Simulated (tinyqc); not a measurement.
From results back to parameters: sp3s* tight binding. Three cases, with inputs chosen for the exercise.

Problem. For a crystal of one element and without spin-orbit coupling the levels at Gamma are Es -/+ |Vss| and Ep -/+ Vxx, and the upper valence level at X is Ep - Vxy. The levels below come from hidden parameters.

Case 1.

s levels at Gamma (eV): -12.4980  3.9780

p levels at Gamma (eV): 0.0060  3.4400

upper valence level at X = -2.8790 eV

Case 2.

s levels at Gamma (eV): -12.4990  4.0910

p levels at Gamma (eV): -0.0010  3.4390

upper valence level at X = -2.8440 eV

Case 3.

s levels at Gamma (eV): -12.4860  4.0720

p levels at Gamma (eV): 0.0020  3.4360

upper valence level at X = -2.8670 eV

Find: Es, |Vss|, Ep, Vxx, Vxy.

Solution. Means give the levels and half the splittings give the couplings; Vxy = Ep - E(X).

Case 1.

Es, |Vss|, Ep, Vxx, Vxy (eV): -4.260  8.238  1.723  1.717  4.602

Case 2.

Es, |Vss|, Ep, Vxx, Vxy (eV): -4.204  8.295  1.719  1.720  4.563

Case 3.

Es, |Vss|, Ep, Vxx, Vxy (eV): -4.207  8.279  1.719  1.717  4.586

Computed by tinyqc, one run a case: `OMP_NUM_THREADS=1 python tinyqc.py N N+1 out.jsonl` with N = 1482689, 1482796, 1482809; one thread of a shared Intel(R) Xeon(R) Processor @ 2.30GHz, about 0.2 s a run at most.
